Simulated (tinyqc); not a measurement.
Atomic layer deposition: Langmuir saturation, growth per cycle and coating of deep features: one step, computed by the program tinyqc.

Precursor A sticks only on free sites, so a long enough pulse saturates; co-reactant B then frees the sites again.

Question. The first four cycles. One cycle from coverage th0: pulse A gives th1 = th_s + (th0 - th_s) exp(-(k_a + k_d) t), th_s = k_a/(k_a + k_d); the purge leaves th2 = th1 exp(-k_d t_p); pulse B converts c_B th2 into film and leaves th3 = (1 - c_B) th2. Growth = G c_B th2. Start from th0 = 0.

Inputs (values chosen for the exercise, modelled on aluminium oxide from trimethylaluminium and water):
```
quantity                               value      unit
growth per cycle at saturation G           1  angstrom
temperature T                            175         C
pulse time t                          0.0036         s
co-reactant completion per pulse c_B    0.99         -
purge time t_p                           1.8         s
```

k_a = 574.6531 1/s

k_d = 0.003026073 1/s

Give: Cycles.

Answer.

Cycles:
```
cycle       th0     th1     th2       th3  growth (angstrom)
1      0.000000  0.8737  0.8689  0.008689             0.8602
2      0.008689  0.8748  0.8700  0.008700             0.8613
3      0.008700  0.8748  0.8700  0.008700             0.8613
4      0.008700  0.8748  0.8700  0.008700             0.8613
```
